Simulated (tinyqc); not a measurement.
## Gate voltage for a given inversion charge

Problem. p-type body, charge-sheet picture, depletion and inversion only, full ionisation (an idealisation for deep acceptors), Boltzmann statistics (rough once Na exp(x - xn) passes about Nc/7). In units of Vt: xg = (Vg - Vfb)/Vt, x = psi/Vt, G = gamma/sqrt(Vt), xn = (2 phiF + Vc)/Vt. The implicit equation is (xg - x)^2 = G^2 [x - 1 + exp(x - xn)] for x above about 3. Cox = eps0 eox/tox. ni = sqrt(Nc Nv) exp(-Eg/(2 Vt)), Eg in volts; phiF = Vt ln(Na/ni); gamma = sqrt(2 q eps0 eps_r Na)/Cox. N_inv = (Cox Vt G/q) [sqrt(x - 1 + exp(x - xn)) - sqrt(x - 1)]. Find x - xn, psi and Vg.

Inputs (values chosen for the exercise); band and dielectric values close to those of silicon: temperature T = 300 K; band gap Eg = 1.11 eV; relative permittivity eps_r = 11.6; conduction-band density of states at T Nc = 2.8e19 cm^-3; valence-band density of states at T Nv = 2.61e19 cm^-3; relative permittivity of the gate insulator (close to silicon dioxide) eox = 3.9; insulator thickness tox = 24 nm; acceptor density Na = 5.4e16 cm^-3; flat-band voltage Vfb = -0.31 V; channel-body voltage Vc = 0 V.

Constants: q = 1.602176634e-19 C, kB = 1.380649e-23 J/K, Vt = kB T/q, eps0 = 8.8541878128e-14 F/cm where lengths are in cm. Results are converted to the units shown.

N_inv = 2.8e11 cm^-2

Solution. N_inv rises steadily with x, so it fixes x; the implicit equation then gives xg directly.

x - xn = 3.345
psi = 0.8751 V
Vg = 1.731 V

Numbers from tinyqc (`OMP_NUM_THREADS=1 python tinyqc.py 2122024 2122025 out.jsonl`; about 0.01 s on one thread of a shared Intel Xeon 2.30GHz).
